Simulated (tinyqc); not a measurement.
Holstein polaron on two sites. Inputs raised by 5 %, one at a time. Computed by tinyqc, a small Python program. Command: `OMP_NUM_THREADS=1 python tinyqc.py 3017528 3017529 out.jsonl holstein sens`. One thread of a shared host (Intel(R) Xeon(R) Processor @ 2.30GHz), about 0.02 s of CPU time with the checks.

One electron on sites 1 and 2: H = -t (c1+ c2 + c2+ c1) + hbar omega sum_i b_i+ b_i - g hbar omega sum_i n_i (b_i + b_i+). The symmetric phonon shifts the energy by -g^2 hbar omega/2 and drops out; with b = (b_1 - b_2)/sqrt(2) there remains H = -t sigma_x + hbar omega b+ b - (g hbar omega/sqrt(2)) sigma_z (b + b+). Parity splits it into blocks p = +1 and -1 over phonon numbers n. Zero-point energies are left out. Weights Z refer to mode b alone; the displaced symmetric mode multiplies the full zero-phonon weight by exp(-g^2/2).

Inputs (values chosen for the exercise, for a model dimer): hopping t = 38 meV; phonon energy hbar omega = 35.1 meV; coupling g = 0.895.

Method. Block p: H_nn = n hbar omega - p t (-1)^n - g^2 hbar omega/2, H_(n,n+1) = -(g hbar omega/sqrt(2)) sqrt(n + 1). Use 60 levels in both blocks; Z = c_0^2 is the weight of n = 0 in the ground state c; the splitting is the lowest odd level less the lowest even one, which without coupling is the smaller of 2t and hbar omega; <sigma_x> = sum (-1)^n c_n^2 measures the kinetic energy.

Runs:
```
input moved                      from       to  ground-state energy (meV)  weight Z of n = 0 in mode b  splitting (meV)  mean phonon number in b
base run                            -        -                     -56.94                       0.9437            22.50                  0.06766
hopping t (meV)                    38     39.9                     -58.67                       0.9474            23.00                  0.06321
phonon energy hbar omega (meV)   35.1   36.855                     -58.06                       0.9399            23.09                  0.07230
coupling g                      0.895  0.93975                     -58.94                       0.9357            21.48                  0.07867
```

Exponents ln(y'/y) / ln(x'/x):
```
input                     ground-state energy  weight Z of n = 0 in mode b  splitting  mean phonon number in b
hopping t                               0.614                        0.079      0.452                   -1.391
phonon energy hbar omega                0.402                       -0.083      0.527                    1.362
coupling g                              0.707                       -0.175     -0.947                    3.092
```

To which inputs is each result most sensitive?

Among the inputs moved here: ground-state energy answers most in size to coupling g (exponent +0.707), next to hopping t (+0.614). weight Z of n = 0 in mode b answers most in size to coupling g (exponent -0.175), next to phonon energy hbar omega (-0.083). Splitting answers most in size to coupling g (exponent -0.947), next to phonon energy hbar omega (+0.527). Mean phonon number in b answers most in size to coupling g (exponent +3.092), next to hopping t (-1.391).

Caution (all rows): with hbar omega below 2t the lowest odd level starts as a one-phonon state, so the splitting here is a softened phonon and not a narrowed hopping.

Extremes, crossings and ranges named in words are read from the listed rows.
